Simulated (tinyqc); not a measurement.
Modes across the composition range: two-mode optical phonons of a ternary alloy from two coupled oscillators. Computed by tinyqc, a small Python program. Command: `OMP_NUM_THREADS=1 python tinyqc.py 3025039 3025040 out.jsonl twomode walk`. One thread of a shared host (Intel(R) Xeon(R) Processor @ 2.30GHz), about 0.01 s of CPU time with the checks.

An alloy A(x)B(1-x)C has an A-C and a B-C bond oscillator. Each TO frequency moves linearly from the impurity mode (dilute end) to the TO of the pure crystal; each strength is proportional to the number of bonds.

Inputs (values chosen for the exercise, for a model alloy):

| quantity | value | unit |
|---|---|---|
| omega_TO of pure AC | 252 | 1/cm |
| omega_LO of pure AC | 302 | 1/cm |
| omega_TO of pure BC | 187 | 1/cm |
| omega_LO of pure BC | 227 | 1/cm |
| eps_inf of AC | 9.09 | - |
| eps_inf of BC | 10.5 | - |
| impurity mode of A in BC | 236 | 1/cm |
| impurity mode of B in AC | 191 | 1/cm |

Method:
- omega_1 = (impurity mode of A) + x (omega_TO,AC - impurity mode of A); omega_2 = (impurity mode of B) + (1 - x)(omega_TO,BC - impurity mode of B); eps_inf = x eps_AC + (1 - x) eps_BC; strengths W_1 = x eps_AC (omega_LO,AC^2 - omega_TO,AC^2), W_2 = (1 - x) eps_BC (omega_LO,BC^2 - omega_TO,BC^2).
- eps(omega) = eps_inf + W_1/(omega_1^2 - omega^2) + W_2/(omega_2^2 - omega^2) = 0 is the eigenproblem of the matrix [[omega_1^2 + W_1/eps_inf, sqrt(W_1 W_2)/eps_inf], [sqrt(W_1 W_2)/eps_inf, omega_2^2 + W_2/eps_inf]] for omega_LO^2.
- The polar coupling of mode j is c_j = (u_j . sqrt(W))^2/(eps_inf^2 omega_j^2), u_j its eigenvector and omega_j here its LO frequency; the c_j add up to 1/eps_inf - 1/eps_s. Froehlich constant alpha_j = (e^2/(4 pi eps_0)) c_j k_j/(2 E_j), E_j = h c omega_j, k_j = sqrt(m* E_j/(hbar^2/(2 m_0))).

Frequencies (1/cm):

| x | TO, A-C | TO, B-C | lower LO | upper LO | coupling share of the upper LO | eps_s |
|---|---|---|---|---|---|---|
| 0.02 | 236.32 | 187.08 | 223.67 | 239.94 | 0.27878 | 15.431 |
| 0.10 | 237.60 | 187.40 | 217.04 | 249.00 | 0.50285 | 15.261 |
| 0.20 | 239.20 | 187.80 | 212.07 | 257.01 | 0.60918 | 15.042 |
| 0.35 | 241.60 | 188.40 | 206.69 | 266.92 | 0.70933 | 14.701 |
| 0.50 | 244.00 | 189.00 | 202.40 | 275.72 | 0.78610 | 14.343 |
| 0.65 | 246.40 | 189.60 | 198.67 | 283.94 | 0.85340 | 13.972 |
| 0.80 | 248.80 | 190.20 | 195.26 | 291.82 | 0.91670 | 13.587 |
| 0.90 | 250.40 | 190.60 | 193.10 | 296.94 | 0.95822 | 13.324 |
| 0.98 | 251.68 | 190.92 | 191.42 | 300.99 | 0.99160 | 13.109 |

What follows from these numbers?

The upper LO moves from 239.9 to 301.0 and the lower from 223.7 to 191.4 per cm. At each dilute end one LO-TO pair closes onto an impurity mode. The upper LO shifts by +0.57 per cm for each per cent of x near the middle, which is how Raman spectra measure composition. Its share of the polar coupling passes one half between x = 0.02 and 0.1.
